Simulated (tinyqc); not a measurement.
# Gate voltage from the surface potential

Question. At the source end, Vgs + Vsb - Vfb - psi = gamma sqrt(G), G = psi - Vt + Vt exp((psi - 2 phiF - Vsb)/Vt), and the voltage over the insulator is gamma sqrt(G). Find that voltage and Vgs.

Values chosen for this exercise: temperature T = 350 K; flat-band voltage Vfb = -0.95 V; source-body reverse bias Vsb = 1 V.

Constants: q = 1.602176634e-19 C, kB = 1.380649e-23 J/K, Vt = kB T/q. Results are converted to the units shown.

psi = 2.0451619 V
phiF = 0.58007124 V
gamma = 0.12314779 V^0.5

Solution. In this direction the relation is explicit: no iteration is needed.

voltage over the insulator = 0.175 V
Vgs = 0.270 V

tinyqc, about 0.07 s, one thread, Intel Xeon 2.30GHz (shared host): `OMP_NUM_THREADS=1 python tinyqc.py 2360168 2360169 out.jsonl`
